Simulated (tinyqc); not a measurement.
## Gate work function from the charge

Question. For an undoped double gate, Q = 8 eps0 eps_r Vt beta tan(beta)/ts with 0 < beta < pi/2, and at the source (Vg - dphi)/(2 Vt) - ln[(2/ts) sqrt(2 eps0 eps_r Vt/(q ni))] = ln(beta) - ln(cos beta) + 2 r beta tan(beta), r = eps_r tox/(eox ts). Find beta and dphi.

Parameters, values chosen for the exercise; material values close to those of silicon:

| symbol | value | unit | meaning |
|---|---|---|---|
| T | 400 | K | temperature |
| eps_r | 11.7 |  | relative permittivity of the semiconductor |
| eox | 25.2 |  | relative permittivity of the gate insulator |
| tox | 8.2 | nm | insulator thickness |
| ts | 12 | nm | body thickness |
| Vg | 1.06 | V | gate voltage |

Constants: q = 1.602176634e-19 C, kB = 1.380649e-23 J/K, Vt = kB T/q, eps0 = 8.8541878128e-14 F/cm where lengths are in cm. Results are converted to the units shown.

Qs = 2404.4897 nC/cm^2
ni = 3.7455692e12 cm^-3

Answer. beta tan(beta) rises from 0 without bound on the interval, so the charge fixes beta; the second relation is then explicit in dphi. At this charge the surface density passes 0.3 Nc, so the classical Boltzmann model is only formal.

beta = 1.430
dphi = 0.02000 V

Program tinyqc, `OMP_NUM_THREADS=1 python tinyqc.py 2440008 2440009 out.jsonl`; Intel Xeon 2.30GHz, shared host, one thread, about 0.01 s.
